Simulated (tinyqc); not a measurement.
Small-signal admittance of a forward-biased p+-n diode: two steps of the calculation.

Holes injected into a neutral base of width wb with an ohmic contact at its end; low injection, p0 far above the equilibrium density. A small voltage v exp(i w t), w = 2 pi f, modulates the edge density by p0 v/Vt, and the small-signal density obeys Dp d2p/dx2 = (1/tau + i w) p.

Parameters, values chosen for the exercise; permittivity close to that of germanium: temperature T = 300 K; relative permittivity eps_r = 16; donor density of the base Nd = 1.2e15 cm^-3; hole diffusion coefficient Dp = 44 cm^2/s; hole lifetime tau = 2e-6 s; width of the neutral base wb = 94 um; excess hole density at the junction edge p0 = 1.2e12 cm^-3; acceptor density of the p+ side Na = 7e19 cm^-3; signal frequency f = 1.2e5 Hz.

Constants: q = 1.602176634e-19 C, kB = 1.380649e-23 J/K, Vt = kB T/q, eps0 = 8.8541878128e-14 F/cm where lengths are in cm. Results are converted to the units shown.

Task 1. Closed-form admittance. L = sqrt(Dp tau); direct current J = (q Dp p0/L) coth(wb/L); k = sqrt(1 + i w tau)/L; diffusion admittance Y = (q Dp p0/Vt) k coth(k wb) = G + i w C_diff; junction capacitance C_j = sqrt(q eps0 eps_r Nd/(2 Vr)) in the depletion approximation, with the remaining barrier Vr = Vt ln(Na/p0), a rough value under forward bias; base-width modulation is left out.

Find: L; J; k wb; Y; C_diff; C_j.

Result 1.

L = 93.81 um
J = 0.001183 A/cm^2
k wb = 1.188+0.637i
Y = 0.04708+0.01534i S/cm^2
C_diff = 0.02035 uF/cm^2
C_j = 0.01716 uF/cm^2

G is 1.03 times its low-frequency value J/Vt, and C_diff is 1.19 times C_j.

Task 2. The same by finite differences. 7 equal intervals, h = wb/7; u = small-signal density over its edge value, u_0 = 1, u_7 = 0; u_(i-1) + b u_i + u_(i+1) = 0 with b = -2 - h^2 (1/tau + i w)/Dp; Y = (q Dp p0/(Vt h)) (-b/2 - u_1), which includes the half box at the edge.

Give: b; u; Y on the mesh.

Result 2.

b = -2.020-0.031i

| node | u |
|---|---|
| 1 | 0.8167-0.0485i |
| 2 | 0.6515-0.0728i |
| 3 | 0.5020-0.0784i |
| 4 | 0.3652-0.0701i |
| 5 | 0.2381-0.0519i |
| 6 | 0.1174-0.0275i |

Y on the mesh = 0.04717+0.01558i S/cm^2

Numbers from tinyqc (`OMP_NUM_THREADS=1 python tinyqc.py 2890126 2890127 out.jsonl`; about 0.01 s on one thread of a shared Intel Xeon 2.30GHz).
